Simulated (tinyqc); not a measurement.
## Free and trapped electrons in a MOS channel with a dense trap tail: effect of the temperature

p-type body, charge-sheet picture, full ionisation (an idealisation for deep acceptors), Boltzmann statistics for free electrons. e = Ec - EF at the surface. Acceptor-like traps of density D(E) = D0 + De exp(-E/Ew) at depth E below Ec, from 0 to Eu, hold n_t = integral of D(E)/(1 + exp((e - E)/Vt)). psi = Eg - Vt ln(Nv/Na) - e; N_dep = sqrt(2 eps0 eps_r Na (psi - Vt)/q); n_f = sqrt(N_dep^2 + 2 eps0 eps_r Vt Nc exp(-e/Vt)/q) - N_dep; Vg = Vfb + psi + q (N_dep + n_t + n_f)/Cox, Cox = eps0 eox/tox.

Nc and Nv are given at 475 K and scale as (T/475 K)^1.5; Eg, Vfb and mf are held fixed. VT is the Vg for n_f = 1e11 cm^-2; swing ln 10 n_f/(dn_f/dVg) at n_f = 1e8 cm^-2; the last three columns are for Vg = VT + 5.6 V, with free share n_f/(n_f + n_t) and field-effect mobility mf q (dn_f/dVg)/Cox; there EF is near the band edge, where Boltzmann statistics are rough.

Values chosen for this exercise; band and dielectric values close to those of 4H silicon carbide: band gap Eg = 3.22 eV; relative permittivity eps_r = 9.58; conduction-band density of states at the reference temperature Nc = 3.37e19 cm^-3; valence-band density of states at the reference temperature Nv = 4.92e19 cm^-3; relative permittivity of the insulator eox = 3.9; insulator thickness tox = 70 nm; acceptor density Na = 1.3e17 cm^-3; flat-band voltage without trapped charge Vfb = -2.42 V; constant background density of acceptor-like traps D0 = 8.7e10 cm^-2 eV^-1; density of the tail at the conduction edge De = 4.7e12 cm^-2 eV^-1; decay energy of the tail Ew = 0.05 eV; depth below Ec down to which the traps reach Eu = 0.7 eV; mobility of free electrons mf = 170 cm^2/(V s).

Constants: q = 1.602176634e-19 C, kB = 1.380649e-23 J/K, Vt = kB T/q, eps0 = 8.8541878128e-14 F/cm where lengths are in cm. Results are converted to the units shown.

Result of one run:
```
e at VT (eV),VT (V),q n_t/Cox at VT (V),swing (mV/decade),n_f (cm^-2),free share (%),field-effect mobility (cm^2/(V s))
0.04190,8.194,0.5641,142.9,1.677e12,85.81,166.2
```

Which temperature T gave this result: 250, 350, 450 or 500 K?

T = 250 K.

The whole series:
```
T (K),e at VT (eV),VT (V),q n_t/Cox at VT (V),swing (mV/decade),n_f (cm^-2),free share (%),field-effect mobility (cm^2/(V s))
200,0.02377,8.408,0.6793,137.7,1.712e12,85.67,167.5
250,0.04190,8.194,0.5641,142.9,1.677e12,85.81,166.2
300,0.06228,7.988,0.4654,156.9,1.651e12,86.19,164.7
350,0.08457,7.794,0.3855,176.6,1.633e12,86.76,163.2
400,0.1085,7.611,0.3226,199.7,1.622e12,87.48,161.8
450,0.1339,7.437,0.2738,224.9,1.615e12,88.30,160.7
500,0.1606,7.268,0.2358,251.4,1.612e12,89.15,159.8
550,0.1885,7.103,0.2059,278.5,1.611e12,90.00,159.2
```

As T goes from 200 to 550, VT falls from 8.41 to 7.10 V, its part due to traps falls from 0.679 to 0.206 V, the swing rises from 138 to 279 mV/decade and the field-effect mobility falls from 168 to 159 cm^2/(V s). On heating the same n_f is reached with EF deeper in the gap, where fewer tail states are filled. For T = 200, 250 e is under 2 Vt already at VT, so VT too is rough.

Computed by the program tinyqc: `OMP_NUM_THREADS=1 python tinyqc.py 2222093 2222094 out.jsonl`, one thread of a shared Intel Xeon 2.30GHz, about 0.02 s for the whole run.
